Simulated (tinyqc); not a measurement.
Interlayer thickness: switching kinetics of a ferroelectric film and the memory window of a ferroelectric gate stack. Computed by tinyqc, a small Python program. Command: `OMP_NUM_THREADS=1 python tinyqc.py 3008307 3008308 out.jsonl feswitch walk`. One thread of a shared host (Intel(R) Xeon(R) Processor @ 2.30GHz), about 0.01 s of CPU time with the checks.

Fields in MV/cm; 1 microcoulomb/cm^2 over eps_0 is 11.29409 MV/cm. In the stack (metal, ferroelectric, interlayer, channel) the channel is taken as a conductor.

Inputs (values chosen for the exercise, for a model film): saturation polarisation P_s = 36 microcoulomb/cm^2; ratio P_r/P_s = 0.77; coercive field E_c = 0.6 MV/cm; permittivity of the ferroelectric eps_F = 39; thickness t_F = 10 nm; permittivity of the interlayer eps_I = 7.5; share s of P screened by trapped charge = 0.94; pulse height V = 5.2 V; breakdown field of the interlayer = 15 MV/cm.

Method. Series stack: V = E_F t_F + E_I t_I and eps_I E_I = eps_F E_F + (1 - s) P/eps_0. E_I is for P = +P_s at the pulse height, the depolarising field for P = +P_r at V = 0; V needed puts E_F = 1.5 E_c after switching.

Stack against t_I:
```
t_I (nm)  E_F after (MV/cm)  E_I (MV/cm)  depolarising field / E_c  V needed (V)
0.3                  4.4139       26.205                   0.10833        1.1380
0.5                  3.9979       24.042                   0.16565        1.2966
0.8                  3.4885       21.393                   0.23584        1.5346
1.2                  2.9616       18.653                   0.30845        1.8519
1.6                  2.5543       16.535                   0.36457        2.1692
2.0                  2.2301       14.849                   0.40924        2.4865
3.0                  1.6501       11.833                   0.48918        3.2798
```

What follows from these numbers?

Each nanometre of interlayer costs 0.79 V, against 0.09 V for a nanometre of ferroelectric. The depolarising field grows from 0.11 to 0.49 E_c. At E_F = 1.5 E_c the interlayer carries (1.5 eps_F E_c + (1 - s) P_s/eps_0)/eps_I = 7.9 MV/cm whatever its thickness. Caution: rows with E_I above the breakdown field of the interlayer cannot be reached without charge injection.
